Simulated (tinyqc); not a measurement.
# Field from the level spacing

Inverse problem. In a triangular well E_k = a_k (C F^2/mz1)^(1/3), a_1 = 2.338107, a_2 = 4.087949, C = hbar^2/(2 m0), F in eV/nm (1 MV/cm = 0.1 eV/nm). Find F, E_1, the mean distance 2 E_1/(3 F) of the lowest level and the sheet charge eps0 eps_r F/q behind such a field.

Parameters, values chosen for the exercise:
- eps_r = 11.6 (relative permittivity)
- mz1 = 0.916 m0 (mass along z of valley set A (2 valley(s)))

Constants: q = 1.602176634e-19 C, hbar = 1.054571817e-34 J s, m0 = 9.1093837015e-31 kg, eps0 = 8.8541878128e-14 F/cm where lengths are in cm, hbar^2/(2 m0) = 0.0380998212 eV nm^2. Results are converted to the units shown.

spacing of the two lowest levels = 118.12459 meV

Solution. The spacing over a_2 - a_1 is the energy scale (C F^2/mz1)^(1/3), which gives F.

F = 0.860 MV/cm
E_1 = 158 meV
mean distance = 1.22 nm
sheet charge over q = 5.51e12 cm^-2

Program tinyqc, `OMP_NUM_THREADS=1 python tinyqc.py 2160163 2160164 out.jsonl`; Intel Xeon 2.30GHz, shared host, one thread, about 1 s.
